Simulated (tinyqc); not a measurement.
Worked calculation: alloy A(1-x)B(x) by interpolation with bowing. Values are carried at full precision from step to step, so a last printed digit may differ when a step is redone from the rounded ones.

Each gap follows E(x) = (1 - x) E_A + x E_B - C x (1 - x); the lattice constant follows Vegard, a(x) = (1 - x) a_A + x a_B.

Constants: hc = 1239.841984 eV nm; kB = 8.617333262e-05 eV/K.

Inputs chosen for the exercise (A near GaAs, B near GaP; shifted at random, so the results belong to these values and not to a real crystal):
```
symbol  value                 unit      meaning
a       (5.646, 5.452)        angstrom  lattice constant of A, B
x       0.94                            fraction of B
Eg      (1.507, 2.852)        eV        gap at Gamma to the s-like level of A, B
EgX     (1.973, 2.319)        eV        gap to the lowest valley along Gamma-X of A, B
EgL     (1.81, 2.708)         eV        gap to L of A, B
C       (0.215, 0.28, 0.171)  eV        bowing of the Gamma, X and L gaps
Dso     (0.342, 0.08)         eV        spin-orbit splitting of A, B
Ep      (25.5, 31.7)          eV        Kane energy of A, B
me      (0.0667, 0.1307)      m0        electron mass at Gamma of A, B
Cs      0                     eV        bowing of Dso
md      (0.1248, 0.89, 0.54)  m0        density-of-states masses of Gamma, all X and all L valleys
T       300                   K         temperature
```

## Gaps and lattice constant at x

Also give the wavelength hc/E of the lowest gap.

a(x) = 5.4636 angstrom

linear parts (eV): Gamma 2.7713, X 2.2982, L 2.6541

bowing terms C x (1 - x) (eV): Gamma 0.0121, X 0.0158, L 0.0096

gaps (eV): Gamma 2.7592, X 2.2824, L 2.6445

wavelength of the lowest gap = 543.2 nm

The lowest valley is X, so the gap is indirect; the next, L, lies 362 meV higher.

## Where the valleys cross

The difference of two gaps is a quadratic q2 x^2 + q1 x + q0 with q2 = C_i - C_j, q1 = (E_B - E_A - C)_i - (E_B - E_A - C)_j, q0 = E_A,i - E_A,j; give its roots between 0 and 1 (a dash: none).

Crossings:
```
pair         q2      q1      q0  first root  second root
Gamma-X  -0.065   1.064  -0.466      0.4504            -
Gamma-L   0.044   0.403  -0.303      0.6986            -
X-L       0.109  -0.661   0.163      0.2575            -
```

The lowest valley changes at x = 0.450 (Gamma to X, gap 2.060 eV). The other crossings lie above the lowest valley.

## Electron mass of the alloy

Mass at Gamma from the Kane formula 1/m = F + Ep (Eg + 2 Dso/3)/(Eg (Eg + Dso)). F is fixed by the masses of A and B and interpolated linearly, as is Ep; Eg and Dso carry their bowing.

Compare with the linear interpolation of the masses.

F of A, B: -0.8853  -3.3628

Ep, Eg, Dso at x (eV): 31.3280  2.7592  0.0957

m(x) from the Kane formula = 0.1248 m0
m(x) linear = 0.1269 m0

The Kane value lies 1.6 % below the linear one. The Gamma valley is not the lowest at this x.

## Shares of the electrons in the valleys

Non-degenerate: n_i proportional to md_i^(3/2) exp(-E_i/kT).

md^(3/2): Gamma 0.0441, X 0.8396, L 0.3968

(E - E_min)/kT: Gamma 18.44, X 0.00, L 14.00

shares: Gamma 0.000, X 1.000, L 0.000

X holds most electrons (100.0 %).

## Checks

- The Gamma and X gaps at their crossing x = 0.4504 (eV): both 2.0595.
- The Gamma and L gaps at their crossing x = 0.6986 (eV): both 2.4013.
- The X and L gaps at their crossing x = 0.2575 (eV): both 2.0086.

Computed by tinyqc, a small Python program: `OMP_NUM_THREADS=1 python tinyqc.py 1050002 1050003 out.jsonl` (the numbers bound the seed that draws the inputs); one thread of a shared host (Intel(R) Xeon(R) Processor @ 2.30GHz), about 0.01 s for the whole set of steps.
